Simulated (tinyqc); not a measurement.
CMOS latch-up, two-transistor model: course of the iteration: response to the injected current, once round the loop per iteration.

A parasitic pnp (emitter at Vdd, base shunted by Rw) and npn (emitter at ground, base shunted by Rs) feed each other: the npn collector current flows out of the pnp base node, the pnp collector current into the npn base node. Forward-active transistors with constant gains: Icn = Isn exp(Vn/Vt), Icp = Isp (exp(Vp/Vt) - 1). A current Ii is injected into the npn base node.

Icn = Isn exp(Vn/Vt); Vp solves Vp/Rw + Icp/bp = Icn; Vn(new) solves Vn/Rs + (Isn/bn) exp(Vn/Vt) = Icp + Ii.

Stop when Vn changes by less than 1e-9 V, or after 150 iterations. Vn must stay below 1.1 V.

Parameters, values chosen for the exercise; values close to those of bulk CMOS:
- T = 325 K (temperature)
- bn = 22.9 (current gain of the npn)
- bp = 2.2 (current gain of the pnp)
- Isn = 2.6e-14 A (saturation current of the npn at T)
- Isp = 8.2e-15 A (saturation current of the pnp at T)
- Rs = 250 ohm (substrate resistance shunting the npn)
- Rw = 1200 ohm (well resistance shunting the pnp)
- Ii = 2.91 mA (current injected into the substrate)

Constants: q = 1.602176634e-19 C, kB = 1.380649e-23 J/K, Vt = kB T/q. Results are converted to the units shown.

Vn at the start = 0.51 V

Course of the iteration:
```
iteration,Vn (V),|change| (V)
1,0.704031,0.194
2,0.801612,0.0976
3,0.910964,0.109
4,1.02073,0.110
5,1.13050,0.110
```

Did this iteration meet its convergence test, and what does its course show?

No. Stopped after 5 iteration(s) without a result. Vn climbs without settling and passes 1.1 V: Ii = 2.91 mA exceeds the trigger current of 2.663 mA, so no off state exists and the structure latches. A rerun with Ii = 2.4 mA converges in 2 iterations.

Program tinyqc, `OMP_NUM_THREADS=1 python tinyqc.py 2670111 2670112 out.jsonl`; Intel Xeon 2.30GHz, shared host, one thread, about 0.06 s.
